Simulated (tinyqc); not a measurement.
Inside a calculation. Model: thermal displacements in the Debye model: Debye-Waller factors, bond-length spread and the Lindemann rule. Computed by tinyqc, a small Python program that keeps every step. Command: `OMP_NUM_THREADS=1 python tinyqc.py 3016697 3016698 out.jsonl debyewaller walk`. One thread of a shared host (Intel(R) Xeon(R) Processor @ 2.30GHz), about 0.01 s of CPU time with the checks. Intermediate numbers are printed to about 6 digits and carried at full precision; extremes and crossings named in words are read from the listed rows.

A Debye spectrum with three branches of one velocity, cut at k_B Theta; 8 atoms per cube, nearest neighbours at d = 0.433013 a.

Inputs (values chosen for the exercise, modelled on silicon):
```
quantity                     value        unit
atomic mass M                28.09           u
Debye temperature Theta        549           K
lattice constant a           5.431    angstrom
temperature T                  295           K
Lindemann ratio x_L           0.14           -
gamma-ray energy E            14.4         keV
photoelectron wave number k     13  1/angstrom
```

Structure: diamond.

reflection (h k l): 3  3  1

Constants: hbar^2/u = 4.18015928e-03 eV angstrom^2; k_B = 8.617333262e-05 eV/K; e = 1.602176634e-19 C; u = 1.6605390666e-27 kg; c = 299792458 m/s; hbar = 6.582119569e-16 eV s.

## Mean-square displacement

<u_x^2> = (3 hbar^2/(2 M k_B Theta)) int_0^1 s coth(s Theta/(2T)) ds (64 Gauss-Legendre points); it tends to 3 hbar^2/(4 M k_B Theta) at T = 0 and to 3 hbar^2 T/(M k_B Theta^2) at high T. B = 8 pi^2 <u_x^2>.

<u_x^2> = 0.00554255 angstrom^2

zero-point value = 0.00235916 angstrom^2

classical value = 0.00507069 angstrom^2

B factor = 0.437622 angstrom^2

The zero-point value is 42.6 % and the classical value 91.5 % of the full result; the two are limits, not parts that add.

## Loss of Bragg intensity

G = 2 pi sqrt(h^2 + k^2 + l^2)/a; the intensity is multiplied by exp(-2W), 2W = G^2 <u_x^2>; the loss goes into thermal diffuse scattering.

|G| = 5.04286 1/angstrom

2W = 0.140949

intensity factor exp(-2W) = 0.868533

## Recoil-free fraction

A nucleus of this mass is supposed to emit a gamma ray of the energy chosen: recoil energy E_R = E^2/(2 M c^2), wave number k_g = E/(hbar c), recoil-free fraction f = exp(-k_g^2 <u_x^2>).

recoil energy = 3.96244 meV

k_g = 7.29753 1/angstrom

recoil-free fraction f = 0.744410

E_R is 0.08 k_B Theta.

## Spread of the bond length

Correlated Debye model: sigma^2 = (3 hbar^2/(M k_B Theta)) int_0^1 s coth(s Theta/(2T)) [1 - sin(s q_D R)/(s q_D R)] ds for two atoms at distance R, q_D = (6 pi^2 n)^(1/3), n atoms per volume; uncorrelated motion would give 2 <u_x^2>. An EXAFS amplitude is damped by exp(-2 k^2 sigma^2).

sigma^2 of the nearest bond = 0.00531802 angstrom^2

correlation 1 - sigma^2/(2 <u_x^2>) = 0.520255

EXAFS damping = 0.165714

Neighbours move partly together, which removes 52 % of the uncorrelated spread. Caution: in covalent crystals the stiff bond makes the true nearest-neighbour sigma^2 smaller than this model gives.

## Lindemann melting temperature

Melting is placed where sqrt(3 <u_x^2>) = x_L d; the classical form gives T_m = M k_B Theta^2 (x_L d)^2/(9 hbar^2).

Lindemann T_m = 2098.10 K

classical T_m = 2102.09 K

ratio sqrt(3 <u_x^2>)/d at T = 0.0548321

The rule is empirical: x_L is fitted within a family of like crystals, and T_m goes as its square.

## Displacements against temperature

The correlation is 1 - sigma^2/(2 <u_x^2>); exp(-2W) uses 2W = G^2 <u_x^2>.

Displacements (angstrom^2):
```
T (K)     <u_x^2>    classical  sigma^2 at d  sigma^2 at 2d  exp(-2W)
16     0.00237234  2.75020e-04    0.00308470     0.00469671  0.941454
55     0.00251490  9.45382e-04    0.00310561     0.00476194  0.938047
110    0.00296685   0.00189076    0.00331277     0.00524051  0.927328
190    0.00396778   0.00326587    0.00402241     0.00662271  0.904021
300    0.00562112   0.00515663    0.00538495     0.00910108  0.866800
440    0.00788516   0.00756306    0.00735432      0.0125913  0.818303
660     0.0115611    0.0113446     0.0106265      0.0183249  0.745273
990     0.0171618    0.0170169     0.0156660      0.0271080  0.646338
1200    0.0207462    0.0206265     0.0189038      0.0327401  0.590028
```

The classical line is within 5 % from T = 440 K (T/Theta = 0.80) on. The correlation of nearest neighbours grows from 0.35 to 0.54, since thermal motion weights long waves, which move neighbours together, more than zero-point motion does; at 2d it ends at 0.21. The reflection keeps 94 % of its intensity at the lowest T and 59 % at the highest.

Checks made by the program: high-temperature series <u^2> = classical x (1 + (Theta/T)^2/36) at T = 5 Theta (relative difference 4e-07).
